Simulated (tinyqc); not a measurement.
Thin-film optics by transfer matrices, step by step. Values are carried at full precision from step to step, so a last printed digit may differ when a step is redone from the rounded ones.

Indices N = n + i k. Snell: N0 sin(theta) = N_j sin(theta_j), with Im(N_j cos theta_j) >= 0. Admittance y_j = N_j cos theta_j for s and N_j/cos theta_j for p. Phase delta_j = 2 pi N_j cos theta_j d_j/lambda. Layer matrix [[cos delta, -i sin delta/y], [-i y sin delta, cos delta]], multiplied from the top down to M. (B, C) = M (1, y_sub); r = (y0 B - C)/(y0 B + C), R = |r|^2, T = 4 Re y0 Re y_sub/|y0 B + C|^2, absorbed in the films 1 - R - T.

Values chosen for the exercise (indices near those of polySi, SiO2 on Si; the results hold for these values, not for the real material): lam = 248 nm (vacuum wavelength); n0 = 1 (ambient index); n = (1.683, 1.501, 1.544) (n of polySi, SiO2, substrate); k = (2.764, 0, 3.665) (k in the same order); d = (14, 7.7) nm (thicknesses, top first); theta = 60 degrees (angle of incidence); pol = s (polarisation).

## Angles, admittances and phases

Form cos theta_j, y_j and delta_j.

cos theta_j: ambient 0.5000, film 1 1.0168+0.0313i, film 2 0.8168, substrate 1.0166+0.0167i

y_j: ambient 0.5000, film 1 1.6248+2.8631i, film 2 1.2260, substrate 1.5084+3.7515i

delta_j (rad): film 1 0.5763+1.0155i, film 2 0.2392

## Layer matrices and their product

Form each matrix and multiply from the top down.

matrix of film 1:
$$\begin{pmatrix}
1.3093-0.6535i & -0.0740-0.3932i \\
4.0700+1.4965i & 1.3093-0.6535i
\end{pmatrix}$$

matrix of film 2:
$$\begin{pmatrix}
0.9715 & -0.1932i \\
-0.2904i & 0.9715
\end{pmatrix}$$

M:
$$\begin{pmatrix}
1.1578-0.6134i & -0.1982-0.6350i \\
3.7644+1.0737i & 1.5612-1.4214i
\end{pmatrix}$$

Each matrix has determinant 1, and so has M.

## Reflection and transmission

Close the stack on the substrate.

B, C: [3.2412-2.3149i, 11.4515+4.7865i]

r = -0.8154-0.2283i
R = 0.7171
T into the substrate = 0.0164
absorbed in the films = 0.2665

The bare substrate would reflect 0.8334.

## Ellipsometric angles

Ellipsometry: rho = tan(Psi) exp(i Delta) = -conj(r_p/r_s) with the r of the admittance formula, Delta in 0 to 360 degrees, so that a bare dielectric at small angles gives Delta = 180.

Repeat the steps for both polarisations.

r_s = -0.8154-0.2283i
r_p = -0.2603-0.4986i
Psi = 33.59 degrees
Delta = 133.21 degrees

## Checks

- R against the recursion of Airy sums from the substrate up: both 0.71707.

Run: tinyqc, `OMP_NUM_THREADS=1 python tinyqc.py 1652157 1652158 out.jsonl`; Intel(R) Xeon(R) Processor @ 2.30GHz, one thread, shared host; about 0.01 s of CPU time with all checks.
